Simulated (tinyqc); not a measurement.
Worked calculation: equilibrium crystal shape, supported particles, Gibbs-Thomson effect and coarsening. Computed by tinyqc, a small Python program that keeps every step. Command: `OMP_NUM_THREADS=1 python tinyqc.py 3017848 3017849 out.jsonl wulff walk`. One thread of a shared host (Intel(R) Xeon(R) Processor @ 2.30GHz), about 0.04 s of CPU time with the checks. Intermediate numbers are printed to about 7 digits and carried at full precision; extremes and crossings named in words are read from the listed rows.

A cubic crystal bounded by {100}, {110} and {111} facets only.

Inputs (values chosen for the exercise, for a model cubic crystal): atomic volume Omega = 10.94 angstrom^3; atoms in the particle N = 2900; work of adhesion W_a = 0.6 J/m^2; temperature T = 700 K; precipitate interface energy gamma_i = 0.3 J/m^2; solubility x_inf at a flat interface = 0.0045; diffusivity D = 1.4e-19 m^2/s; mean radius at the start r0 = 16 nm; time t = 140000 s.

Surface energies: given.

surface energies gamma(100), gamma(110), gamma(111) (J/m^2): [2.38, 2.15, 1.91]

Constants: e = 1.602176634e-19 C; k_B = 8.617333262e-05 eV/K; k_B = 1.380649e-23 J/K.

## Surface energies

The energies and Omega are given.

gamma (J/m^2): (100) 2.38, (110) 2.15, (111) 1.91

Omega = 10.94 angstrom^3

## The Wulff shape

Wulff construction: the facet planes lie at distances lambda gamma from the centre, and the shape is the region inside all of them; V = (1/3) sum of area x distance. gamma_mean = sum A gamma / sum A; shape factor eta = A/V^(2/3) (4.836 for a sphere). lambda follows from V = N Omega.

area fractions: {100} 0.1336078, {110} 0.2421225, {111} 0.6242697

gamma_mean = 2.030905 J/m^2

shape factor eta = 5.202042

distances of the planes from the centre (nm): {100} 2.139471, {110} 1.932716, {111} 1.716971

surface energy per atom = 0.2278760 eV

Present: {100}, {110}, {111}. Caution: below a few thousand atoms edges and corners add to the energy and facets hold few atoms.

## Chemical potential of the particle

For the Wulff shape mu - mu(bulk) = 2 Omega gamma/h, with gamma and h = lambda gamma the energy and distance of any one facet plane, here (111); the vapour pressure rises by exp[(mu - mu(bulk))/(k_B T)].

mu - mu(bulk) = 151.9174 meV

pressure ratio = 12.40957

This is 2/3 of the surface energy per atom (0.6667), since the total surface energy goes as N^(2/3).

## The particle on a substrate

Winterbottom: the particle sits on its largest facet family, {111}, with energy gamma_f; the substrate plane cuts the shape at the distance lambda (gamma_f - W_a) below the centre. Height over that of the free particle at the same lambda = (2 gamma_f - W_a)/(2 gamma_f). An isotropic particle with gamma_mean has cos(theta) = W_a/gamma_mean - 1 (Young-Dupre); a film dewets into particles whenever W_a < 2 gamma.

relative height = 0.8429319

contact angle theta = 134.7944 degrees

W_a is below gamma_f: more than half of the shape shows.

## Gibbs-Thomson solubility and coarsening

Spherical precipitates of nearly pure solute with atomic volume Omega: x(r) = x_inf exp(l/r), l = 2 gamma_i Omega/(k_B T). Diffusion-limited coarsening at small volume fraction (Lifshitz-Slyozov-Wagner): r^3 = r0^3 + K t, K = (4/9) D x_inf l; the number density falls as (r0/r)^3. The steady size distribution is assumed from the start, and D and x_inf are inputs that do not follow T.

capillary length l = 0.6791837 nm

x(r0)/x_inf = 1.043363

rate constant K = 1.901714e-04 nm^3/s

mean radius at t = 16.03459 nm

number density over its start = 0.9935420

The time to double the radius is 7 r0^3/K = 1.5e8 s; t is 9.3e-4 times that.

## Shape against the ratio gamma(100)/gamma(111)

Wulff construction: the facet planes lie at distances lambda gamma from the centre, and the shape is the region inside all of them; V = (1/3) sum of area x distance. gamma_mean = sum A gamma / sum A; shape factor eta = A/V^(2/3) (4.836 for a sphere). gamma(110)/gamma(111) is held at the value of this crystal.

Area fractions:
```
gamma(100)/gamma(111)     {100}      {110}      {111}       eta
0.550                  1.000000  0.0000000  0.0000000  6.000000
0.748                  0.849917  0.0000000  0.1500830  5.607631
0.897                  0.549130  0.0668422  0.3840276  5.227452
1.060                  0.305665  0.1551479  0.5391874  5.133403
1.250                  0.130844  0.2438900  0.6252665  5.204311
1.400                  0.046138  0.3112456  0.6426160  5.296210
1.620                  0.000000  0.3668170  0.6331830  5.369605
1.750                  0.000000  0.3668170  0.6331830  5.369605
```

{100} holds 100 % of the area in the first row and 0 % in the last; without {110} the limits are a cube below 1/sqrt(3) = 0.577 and an octahedron above sqrt(3) = 1.732. The roundest shape among these rows (eta = 5.133) is at the ratio 1.06; {110} shows in 6 rows.

Checks made by the program: volume against one third of area times distance (relative difference below 1e-10).
